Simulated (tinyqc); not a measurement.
Substrate current against gate voltage: lateral field, substrate current, probability of reaching the oxide barrier and hot-carrier lifetime of a silicon transistor (pseudo-two-dimensional and lucky-electron models). Computed by tinyqc, a small Python program. Command: `OMP_NUM_THREADS=1 python tinyqc.py 3015716 3015717 out.jsonl hotcar walk`. One thread of a shared host (Intel(R) Xeon(R) Processor @ 2.30GHz), about 0.01 s of CPU time with the checks.

Local-field models: a lucky carrier gains its energy at the peak field over a path free of collisions. Voltages are magnitudes.

Inputs (values chosen for the exercise, modelled on a silicon p-channel): channel length L = 440 nm; oxide thickness t = 9.2 nm; junction depth x_j = 140 nm; mobility mu = 130 cm^2/(V s); saturation velocity v_s = 0.7 1e7 cm/s; threshold voltage V_T = 0.61 V; drain voltage V_D = 5 V; ionisation prefactor A_i = 7.7e+06 1/cm; ionisation field B_i = 3.68 MV/cm; hot-carrier mean free path lambda = 5.1 nm; oxide barrier phi_b = 4.6 eV; interface-trap threshold phi_it = 4.7 eV; lifetime constant H = 1000 s microampere/micrometre.

Drain: abrupt.

Constants: eps_0 = 8.8541878128e-12 F/m.

Method:
- C_ox = 3.9 eps_0/t; F_sat = 2 v_s/mu; V_Dsat = V_ov F_sat L/(V_ov + F_sat L), V_ov = V_G - V_T; I_D/W = C_ox v_s (V_ov - V_Dsat).
- Scale length l = 0.22 t^(1/3) x_j^(1/2) (all in cm); F_m = sqrt(((V_D - V_Dsat)/l_e)^2 + F_sat^2), with l_e = l; length of the velocity-saturated region l_e ln((V_D - V_Dsat)/(l_e F_sat) + F_m/F_sat).
- Substrate current I_sub/I_D = (A_i/B_i)(V_D - V_Dsat) exp(-B_i/F_m); probability of reaching the oxide barrier exp(-phi_b/(e lambda F_m)); lifetime tau = (H/(I_D/W)) exp(phi_it/(e lambda F_m)).

At the given drain voltage:
```
V_G (V)  V_Dsat (V)  I_D/W (microampere/micrometre)  F_m (kV/cm)  I_sub/W (microampere/micrometre)     tau (s)
0.85         0.2284                            3.04       605.65                           0.06972  1.3349e+09
1.10         0.4441                           12.07       579.16                           0.20010  6.7450e+08
1.50         0.7493                           36.98       541.75                           0.36895  6.6038e+08
2.00         1.0747                           82.83       501.98                           0.44556  1.1347e+09
2.60         1.4014                          154.64       462.20                           0.40578  2.9506e+09
3.30         1.7159                          255.93       424.11                           0.29977  1.0689e+10
4.00         1.9762                          371.46       392.75                           0.20036  4.1754e+10
4.80         2.2237                          516.62       363.12                           0.11910  2.0371e+11
5.50         2.4065                          652.51       341.37                           0.07369  8.1205e+11
```

What follows from these numbers?

I_sub peaks at V_G = 2 V, 0.40 V_D: a higher gate voltage brings more carriers but raises V_Dsat and so lowers F_m. The shortest lifetime among the rows lies at V_G = 1.5 V, below that of the largest I_sub, since tau depends more steeply on the field.

Extremes, crossings and ranges named in words are read from the listed rows.
